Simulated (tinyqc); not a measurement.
Metal-interlayer-semiconductor contact, depinning against tunnelling resistance: two steps of the calculation.

Zero bias, n-type semiconductor. Gap states at the semiconductor surface thin out as exp(-be ti), which unpins the barrier; electrons must then cross the interlayer (a rectangular barrier, no voltage drop across it) and the parabolic depleted layer, both by WKB. Energies E are counted from the Fermi level; no image force, parabolic bands.

Parameters, values chosen for the exercise; semiconductor values close to those of gallium arsenide; interlayer mass of the order of that in silicon nitride, offset chosen freely:

| symbol | value | unit | meaning |
|---|---|---|---|
| T | 300 | K | temperature |
| Eg | 1.44 | eV | band gap |
| eps_r | 12.5 |  | relative permittivity |
| chi | 3.96 | eV | electron affinity |
| Nc | 4.4e17 | cm^-3 | conduction-band density of states at T |
| mt | 0.0646 | m0 | tunnelling mass in the semiconductor |
| mA | 0.0693 | m0 | Richardson mass |
| Nd | 2.8e19 | cm^-3 | donor density |
| E0 | 0.51 | eV | charge-neutrality level above the valence band |
| S0 | 0.099 |  | pinning factor without interlayer |
| phiM | 4.1 | eV | metal work function |
| ti | 1.1 | nm | interlayer thickness |
| dE | 2.13 | eV | conduction-band offset of the interlayer above the semiconductor |
| mi | 0.45 | m0 | tunnelling mass in the interlayer |
| be | 3.9 | 1/nm | decay constant of gap states through the interlayer |

Constants: q = 1.602176634e-19 C, kB = 1.380649e-23 J/K, eps0 = 8.8541878128e-12 F/m, hbar = 1.054571817e-34 J s, h = 6.62607015e-34 J s, m0 = 9.1093837015e-31 kg, Vt = kB T/q, hbar^2/(2 m0) = 0.0380998212 eV nm^2. Results are converted to the units shown.

Question 1. Pinning, barrier and scales. S = 1/(1 + (1/S0 - 1) exp(-be ti)); phiB = S (phiM - chi) + (1 - S)(Eg - E0); xi = Ec - EF deep inside, from Nd = Nc F(-xi/Vt), F(x) = (2/sqrt(pi)) int_0^infinity sqrt(u) du/(1 + exp(u - x)); band bending U = phiB - xi; E00 = (hbar/2) sqrt(Nd/(eps0 eps_r mt m0)) in volts; A = 4 pi q mA m0 kB^2/h^3.

Wanted: S; phiB; xi; U; E00; A.

Answer 1.

S = 0.8891
phiB = 0.2276 eV
xi = -0.4971 eV
U = 0.7247 eV
E00 = 0.1093 eV
A = 8.328 A/(cm^2 K^2)

Question 2. Exponents and integrand on an energy grid. With U = phiB - xi: for xi < E < phiB, y = (E - xi)/U and G1 = (U/E00) [sqrt(1 - y) - y ln((1 + sqrt(1 - y))/sqrt(y))], G1 = 0 above phiB; G2 = 2 ti sqrt(mi max(phiB + dE - E, 0)/C), C = hbar^2/(2 m0); f = 1/(1 + exp(E/Vt)); integrand exp(-G1 - G2) f.

E, point 0 to 15 (eV): -0.49  -0.44133  -0.39267  -0.344  -0.29533  -0.24667  -0.198  -0.14933  -0.10067  -0.052  -0.00333  0.04533  0.094  0.14267  0.19133  0.24
phiB = 0.22760837 eV
xi = -0.49707470 eV
E00 = 0.10932892 eV

Find: G1; G2; f; integrand.

Answer 2.

```
point      G1      G2          f  integrand (1e-6)
0      6.4016  12.759     1.0000            0.0048
1      5.3712  12.649     1.0000            0.0149
2      4.5818  12.539     1.0000            0.0367
3      3.9086  12.427     1.0000            0.0804
4      3.3162  12.315    0.99999            0.1627
5      2.7877  12.201    0.99993            0.3092
6      2.3129  12.087    0.99953            0.5572
7      1.8855  11.971    0.99691            0.9566
8      1.5016  11.854    0.98004            1.5516
9      1.1582  11.737    0.88199            2.2149
10     0.8541  11.617    0.53216            2.0405
11     0.5890  11.497    0.14761            0.8322
12     0.3639  11.375   0.025679            0.2048
13     0.1817  11.252  0.0039949            0.0432
14     0.0500  11.128  6.1028e-4            0.0085
15     0.0000  11.002  9.2926e-5            0.0015
```

Range of the model: The depletion charge would drop about 0.44 V across such an interlayer (eps_r near 7.5) at ti = 1.1 nm and Nd = 2.8e19 cm^-3, against a band bending of 0.72 V; this model leaves that drop out.

Program tinyqc, `OMP_NUM_THREADS=1 python tinyqc.py 2270025 2270026 out.jsonl`; Intel Xeon 2.30GHz, shared host, one thread, about 0.02 s.
